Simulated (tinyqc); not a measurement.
sp3s* tight binding: one step. Levels at this k. The numbers come from values chosen for the exercise (near a published set for Ge, fitted to gaps, whose masses and valley positions are rough).

H(k) (eV), lower triangle (Hermitian):
```
             sa          xa          ya          za         s*a         sc        xc        yc        zc
sa    -5.834000
xa            0    1.622000
ya            0           0    1.622000
za            0           0           0    1.622000
s*a           0           0           0           0    6.394000
sc    -4.767069   2.504093i   2.504093i    1.644882           0  -5.834000
xc   -2.504093i    1.116321   -1.469452  -2.237027i  -2.401764i          0  1.622000
yc   -2.504093i   -1.469452    1.116321  -2.237027i  -2.401764i          0         0  1.622000
zc    -1.644882  -2.237027i  -2.237027i    1.116321   -1.577664          0         0         0  1.622000
s*c           0   2.401764i   2.401764i    1.577664           0          0         0         0         0

          s*c
s*c  6.394000
```

Task: Diagonalise H, which belongs to k = (0.37, 0.37, 0) (2 pi/a). Four bands are filled (two electrons each); give the make-up of band 5, the lowest empty one.

Give: levels; weights of band 5; weight of band 5 on atom a.

Result:

levels (eV): -11.6790  -5.3530  -2.2821  -0.9638  1.5975  2.1842  4.2078  5.2231  8.5730  9.3444

weights of band 5: s 0.534, p 0.314, s* 0.152

weight of band 5 on atom a = 0.500

The vertical gap at this k is 2.5612 eV; band 5 is mostly s-like.

Program tinyqc; command `OMP_NUM_THREADS=1 python tinyqc.py 1481911 1481912 out.jsonl`; about 0.07 s on one thread of a shared Intel(R) Xeon(R) Processor @ 2.30GHz.
